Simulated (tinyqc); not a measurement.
Speciation in dilute and buffered hydrofluoric acid, oxide etch rate and bath loading: one step, computed by the program tinyqc.

Concentrations stand for activities, NH4+ and Cl- are spectators, and water ionisation is neglected. H, F and HF2 denote the ions H+, F- and HF2-. The base temperature is 298 K.

Question. One trial. Fluoride balance: [HF] + [F] + 2 [HF2] + 2 [H2F2] = HF added + NH4F added. Acid balance: [H] + [HF] + [HF2] + 2 [H2F2] = HF added + HCl added. For a trial [H], [HF] = [H][F]/K1, and the fluoride balance is a quadratic in [F]. Take pH = 3. The residual is the left side of the acid balance less the right.

Inputs (values chosen for the exercise, of the order of those for thermal oxide at room temperature):

| quantity | value | unit |
|---|---|---|
| HF added | 0.28 | mol/L |
| NH4F added | 0.64 | mol/L |
| HCl added | 0 | mol/L |
| K1 = [H][F]/[HF] | 0.000661 | mol/L |
| K2 = [HF2]/([HF][F]) | 4.53 | L/mol |
| K3 = [H2F2]/[HF]^2 | 2.59 | L/mol |

Give: [F]; [HF]; [HF2]; [H2F2]; residual.

Answer.

[F] = 0.1468 mol/L

[HF] = 0.2221 mol/L

[HF2] = 0.1477 mol/L

[H2F2] = 0.1278 mol/L

residual = 0.3464 mol/L

The residual is positive: the trial holds too much acid, so the pH lies above 3.
